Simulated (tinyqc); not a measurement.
Worked calculation: X-ray reflectivity of a thin film on silicon: critical angles, Parratt recursion, fringes and roughness. Computed by tinyqc, a small Python program that keeps every step. Command: `OMP_NUM_THREADS=1 python tinyqc.py 3120127 3120128 out.jsonl xrr walk`. One thread of a shared host (Intel(R) Xeon(R) Processor @ 2.30GHz), about 0.01 s of CPU time with the checks. Intermediate numbers are printed to about 7 digits and carried at full precision; extremes and crossings named in words are read from the listed rows.

n = 1 - delta + i beta; the classical electron radius is r_e = 2.8179403e-6 nm. Layer 0 is vacuum, 1 the film, 2 the substrate.

Inputs (values chosen for the exercise, modelled on tungsten on silicon, copper K-alpha radiation):

| quantity | value | unit |
|---|---|---|
| wavelength lambda | 0.15406 | nm |
| film density rho | 18.8 | g/cm^3 |
| effective electrons per unit mass, film | 0.405 | mol/g |
| beta/delta, film | 0.082 | - |
| film thickness d | 13.5 | nm |
| roughness of the surface sigma_1 | 0.57 | nm |
| roughness of the interface sigma_2 | 0.62 | nm |
| substrate density | 2.33 | g/cm^3 |
| effective electrons per unit mass, substrate | 0.507 | mol/g |
| beta/delta, substrate | 0.023 | - |
| grazing angle theta | 0.924 | degrees |

Constants: N_A = 6.02214076e+23 1/mol.

## Optical constants

delta = r_e lambda^2 rho_e/(2 pi), rho_e = density x electrons per mass x N_A; critical angle sqrt(2 delta), q_c = 4 sqrt(pi r_e rho_e).

Constants:

| layer | rho_e (1/nm^3) | delta | beta | critical angle (degrees) | q_c (1/nm) |
|---|---|---|---|---|---|
| film | 4585.258 | 4.880850e-05 | 4.002297e-06 | 0.5660899 | 0.8059029 |
| substrate | 711.402 | 7.572626e-06 | 1.741704e-07 | 0.2229774 | 0.3174375 |

The film is denser in electrons than the substrate; X-rays tunnel through a film of a few nanometres, so the edge of total reflection moves to the value of the film only as it thickens.

## Critical angle of the film

The formulas are those given above.

critical angle of the film = 0.5660899 degrees

## Reflectivity at one angle

k_j = (2 pi/lambda) sqrt(sin^2 theta - 2 delta_j + 2 i beta_j); r_ij = (k_i - k_j)/(k_i + k_j) x exp(-2 k_i k_j sigma^2) (Nevot-Croce); r = (r_01 + r_12 p)/(1 + r_01 r_12 p), p = exp(2 i k_1 d); R = |r|^2.

k_0, k_1, k_2 (1/nm): 0.6576889  0.5199507+0.0128035i  0.6382501+0.0004539i

1000 r_01 = 93.49614-10.23467i

1000 r_12 = -78.97453+9.67701i

p = 0.0695977+0.7042991i

reflectivity R = 0.01087665

q = 4 pi sin(theta)/lambda = 1.315378 1/nm

## Fringe period, contrast and decay

Far above the critical angle the period is d theta = lambda/(2 d), or 2 pi/d in q; the envelope runs between (|r_01| - |r_12 p|)^2 and (|r_01| + |r_12 p|)^2; contrast = 2 a b/(a^2 + b^2) with a = |r_01|, b = |r_12 p|; roughness factors on the amplitudes are about exp(-q^2 sigma^2/2).

period in theta = 0.3269255 degrees

period in q = 0.4654211 1/nm

contrast = 0.8814521

roughness factor, surface = 0.7549725

roughness factor, interface = 0.7170942

## Thickness from the minima

Minima of R theta^4 are located on 6001 points over 7.5 periods, from 1.15 times the larger critical angle. With refraction, sin^2(theta_m) = 2 delta + m^2 (lambda/(2 d))^2, m integer or half-integer; the first six minima are used, and the first order is the one that minimises the largest residual of the least-squares line plus the distance of its intercept from 2 delta. Without refraction, d = lambda/(2 x mean step of sin theta).

Minima:

| order m | theta (degrees) | sin^2 theta |
|---|---|---|
| 1 | 0.656316 | 0.000131208 |
| 2 | 0.866365 | 0.000228625 |
| 3 | 1.133627 | 0.000391416 |
| 4 | 1.426225 | 0.000619500 |
| 5 | 1.731083 | 0.000912554 |
| 6 | 2.043297 | 0.001271258 |

d with refraction = 13.49650 nm

d without refraction = 15.91523 nm

Against d = 13.5 nm the errors are -0.03 % with and +17.89 % without refraction. The orders are integers, as r_01 and r_12 have opposite signs for a film denser than the substrate.

## Which roughness does what

R is averaged over one period above each angle (64 points); contrast = (max - min)/(max + min) of R theta^4 over that period. Cases: smooth; only sigma_1; only sigma_2; both.

Mean R and contrast:

| theta (degrees) | R smooth | contrast | R, sigma_1 | contrast, sigma_1 | R, sigma_2 | contrast, sigma_2 | R, both | contrast, both |
|---|---|---|---|---|---|---|---|---|
| 0.8 | 0.01508451 | 0.8997498 | 1.085129e-02 | 0.9738581 | 1.363390e-02 | 0.7444111 | 9.326675e-03 | 0.9013226 |
| 1.2 | 0.00401224 | 0.9432522 | 2.336868e-03 | 0.9700208 | 3.060325e-03 | 0.6502329 | 1.404766e-03 | 0.9305175 |
| 1.8 | 0.00082379 | 0.9582482 | 3.488993e-04 | 0.6677341 | 5.340826e-04 | 0.3471003 | 7.516451e-05 | 0.9204183 |
| 2.5 | 0.00022893 | 0.9666539 | 8.487429e-05 | 0.2863479 | 1.390053e-04 | 0.1225537 | 2.284325e-06 | 0.8926610 |
| 3.5 | 0.00006013 | 0.9727674 | 2.320525e-05 | 0.0375697 | 3.720088e-05 | 0.0125584 | 8.045754e-09 | 0.8026312 |

At 2.5 degrees sigma_1 alone multiplies the mean R by 0.37 and sigma_2 alone by 0.61; the contrast goes from 0.97 (smooth) to 0.29 and 0.12.

Checks made by the program: smooth bare substrate far above q_c against (q_c/2q)^4 (relative difference 1e-03).
